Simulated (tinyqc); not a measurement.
## Capacitances against the distance to each plane

Endless row of lines of width wl, height tl and space sl between grounded planes at distance hd; e2 fills the gaps beside the lines, e1 the rest. Laplace's equation is solved on meshes of 3, 6 and 12 steps per unit u and extrapolated (Aitken), which is good to about 0.2 %. C_even (all lines at 1 V) is the capacitance Cg to the planes; C_odd (neighbours in antiphase) = Cg + 4 Cc if only nearest neighbours couple, which defines Cc; total with quiet neighbours Cg + 2 Cc. Plate values 2 eps0 e1 wl/hd and eps0 e2 tl/sl.

Values chosen for this exercise:

| symbol | value | unit | meaning |
|---|---|---|---|
| e1 | 3.9 |  | relative permittivity above and below the lines |
| e2 | 1 |  | relative permittivity between the lines |
| wl | 4 | u | line width, in units u |
| tl | 12 | u | line height |
| sl | 6 | u | space between lines |

Constants: eps0 = 8.8541878128e-12 F/m. Results are converted to the units shown.

The same in every row: plate Cc (aF/um) = 17.7.

Result of one run:

| Cg (aF/um) | Cc (aF/um) | Cg + 2 Cc (aF/um) | C_odd (aF/um) | plate Cg (aF/um) | share of coupling, 2 Cc/(Cg + 2 Cc) (%) |
|---|---|---|---|---|---|
| 61.9 | 33.1 | 128 | 194 | 27.6 | 51.7 |

Which distance to each plane hd gave this result: 2, 5, 6, 8 or 10 u?

hd = 10 u.

The whole series:

| hd (u) | Cg (aF/um) | Cc (aF/um) | Cg + 2 Cc (aF/um) | C_odd (aF/um) | plate Cg (aF/um) | share of coupling, 2 Cc/(Cg + 2 Cc) (%) |
|---|---|---|---|---|---|---|
| 2 | 226 | 13.3 | 253 | 279 | 138 | 10.6 |
| 3 | 167 | 16.5 | 200 | 233 | 92.1 | 16.5 |
| 4 | 134 | 19.8 | 174 | 213 | 69.1 | 22.8 |
| 5 | 112 | 22.9 | 158 | 204 | 55.3 | 29.0 |
| 6 | 96.4 | 25.6 | 148 | 199 | 46.0 | 34.7 |
| 8 | 75.4 | 29.9 | 135 | 195 | 34.5 | 44.3 |
| 10 | 61.9 | 33.1 | 128 | 194 | 27.6 | 51.7 |

As hd goes from 2 to 10, Cg falls from 226 to 61.9 aF/um, Cc rises from 13.3 to 33.1 aF/um and the share of coupling rises from 10.6 to 51.7 %. Cg is 1.64 times its plate value in the first row and 2.24 times in the last; for Cc the ratios are 0.754 and 1.87. Neighbours in antiphase raise the load by a factor of 1.11 and 1.52 over quiet ones. For hd = 10 the planes are farther than 0.8 of the pitch, so second neighbours couple too and Cg + 2 Cc understates the quiet load by a per cent or more.

tinyqc, about 0.8 s, one thread, Intel Xeon 2.30GHz (shared host): `OMP_NUM_THREADS=1 python tinyqc.py 2790213 2790214 out.jsonl`
